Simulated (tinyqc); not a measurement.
# Short-channel transistor, virtual-source model with series resistance: effect of the drain-induced barrier lowering on the on and off currents

The current per gate width is the charge at the top of the source barrier (the virtual source) times its velocity times a saturation function; al and be are fitting constants of the model. Units: I in uA/um, Rs in ohm um, so I Rs = 1e-6 I Rs in volts; Q in uC/cm^2, so I = 1e-4 Q vx0 Fsat with vx0 in cm/s.

Intrinsic voltages Vg' = Vgs - I Rs, Vd' = Vds - 2 I Rs. n = n0 + nd Vd', VT = VT0 - dl Vd', Ff = 1/(1 + exp((Vg' - VT + al Vt/2)/(al Vt))), Q = Cinv n Vt ln(1 + exp((Vg' - VT + al Vt Ff)/(n Vt))), Vdsat = (vx0 L/mu)(1 - Ff) + Vt Ff, Fsat = u/(1 + u^be)^(1/be) with u = Vd'/Vdsat, and I = Q vx0 Fsat per width. I is solved self-consistently. Ion is I at Vgs = Vds = 0.75 V, Ioff at Vgs = 0, Vds = 0.75 V, and Rlin = Vds/I at Vgs = 0.75 V, Vds = 0.05 V.

Parameters, values chosen for the exercise: temperature T = 293 K; inversion capacitance Cinv = 2.21 uF/cm^2; velocity at the virtual source vx0 = 2.93e7 cm/s; apparent mobility mu = 200 cm^2/(V s); channel length L = 12 nm; threshold at zero drain voltage VT0 = 0.34 V; subthreshold factor n0 = 1.33; growth of n with drain voltage nd = 0.2 1/V; threshold shift (in units of Vt) from weak to strong inversion al = 3.5; sharpness of saturation be = 1.4; series resistance of each contact Rs = 120 ohm um.

Constants: q = 1.602176634e-19 C, kB = 1.380649e-23 J/K, Vt = kB T/q. Results are converted to the units shown.

Results:

| dl (V/V) | Ion (uA/um) | Ioff (nA/um) | log10(Ion/Ioff) | Rlin (ohm um) |
|---|---|---|---|---|
| 0 | 1359 | 263.2 | 3.713 | 310.0 |
| 0.08 | 1450 | 1210 | 3.079 | 309.9 |
| 0.12 | 1492 | 2528 | 2.771 | 309.8 |
| 0.16 | 1531 | 5143 | 2.474 | 309.7 |
| 0.2 | 1568 | 1.008e4 | 2.192 | 309.6 |
| 0.24 | 1603 | 1.881e4 | 1.931 | 309.5 |
| 0.28 | 1636 | 3.297e4 | 1.696 | 309.5 |

Estimate the missing row, dl = 0.04 V/V.

Computed row:

| dl (V/V) | Ion (uA/um) | Ioff (nA/um) | log10(Ion/Ioff) | Rlin (ohm um) |
|---|---|---|---|---|
| 0.04 | 1406 | 568.2 | 3.393 | 309.9 |

With this row back in the table: As dl goes from 0 to 0.28 V/V, Ion rises from 1360 to 1640 uA/um, Ioff rises from 263 to 33000 nA/um and Rlin stays near 310 ohm um. Ion changes by a factor of 1.20 and Ioff by 125. The off current depends on it through an exponential, the on current about linearly. For dl = 0.08 to 0.28 V/V the off current passes 1 uA/um, so the device is hardly off at Vgs = 0.

Program tinyqc, `OMP_NUM_THREADS=1 python tinyqc.py 2380169 2380170 out.jsonl`; Intel Xeon 2.30GHz, shared host, one thread, about 0.02 s.
